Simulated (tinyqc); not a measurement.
Microkinetic model of low-temperature epitaxy from hydride gases: adsorption, hydrogen desorption and rate control: one step, computed by the program tinyqc.

Each hydride molecule needs two free sites and leaves four hydrogen atoms, of which two leave at once as H2; theta is the hydrogen coverage, the site density is 6.78 per nm^2 and one layer is 1.358 angstrom thick.

Question. Coverage and growth rate. With k the hydride and k_H the hydrogen adsorption rate on free pairs and k_d the desorption rate, steady state: 2 (k + k_H)(1 - theta)^2 = k_d theta; growth rate R = k (1 - theta)^2 layers/s; 1 layer/s = 8.148 nm/min. With c = 2 (k + k_H)/k_d the free share is 1 - theta = 2/(1 + sqrt(1 + 4c)).

Inputs (values chosen for the exercise, close to those used for silane on Si(001)): temperature T = 660 C.

Film: silicon. Order of hydrogen desorption: first.

k = 9.144924 1/s

k_H = 0 1/s

k_d = 10.10082 1/s

Give: c; hydrogen coverage theta; growth rate R in layers; growth rate G.

Answer.

c = 1.811

hydrogen coverage theta = 0.4833

growth rate R in layers = 2.441 layers/s

growth rate G = 19.89 nm/min

Adsorption and desorption share control.
